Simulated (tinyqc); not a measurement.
Series resistance and length offset from two lengths at two overdrives.

Question. In strong inversion R W = Rsd + k(x)(L - dL), k(x) = (1 + th1 x)/(mu0 Cox x), x the overdrive, Cox = eps0 eox/tox, with Rsd and dL independent of x. Find dL, Rsd, mu0 and th1.

Parameters, values chosen for the exercise:
- eox = 3.9 (relative permittivity of the gate insulator (close to silicon dioxide))
- tox = 2.8 nm (insulator thickness)

Constants: eps0 = 8.8541878128e-14 F/cm where lengths are in cm. Results are converted to the units shown.

total resistance times width (ohm um):
```
                  L = 0.077 um  L = 0.41 um
overdrive 0.5 V     1054.46458   4405.11326
overdrive 0.97 V    797.300309   2958.56424
```

Answer. At each overdrive R W is a straight line in L; the two lines cross at L = dL, R W = Rsd. Their slopes give k x = (1 + th1 x)/(mu0 Cox), a straight line in x.

dL = 0.00500 um
Rsd = 330 ohm um
mu0 = 220 cm^2/(V s)
th1 = 0.730 1/V

Computed by the program tinyqc: `OMP_NUM_THREADS=1 python tinyqc.py 2210148 2210149 out.jsonl`, one thread of a shared Intel Xeon 2.30GHz, about 0.01 s for the whole run.
